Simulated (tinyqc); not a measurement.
Worked calculation: tight binding, honeycomb lattice. One step of it, computed by the program tinyqc.

Problem. Levels at k. Diagonalise the Hermitian matrix.

H(k) at k (eV), order A, B:
```
[[1.250000, -3.601536-1.278691i],
 [-3.601536+1.278691i, -1.250000]]
```

Give: eigenvalues; weights |c|^2 of the basis functions.

Solution.

eigenvalues (eV): [-4.0210, 4.0210]

weights |c|^2 of the basis functions, order A, B:
```
[[0.3446, 0.6554],
 [0.6554, 0.3446]]
```
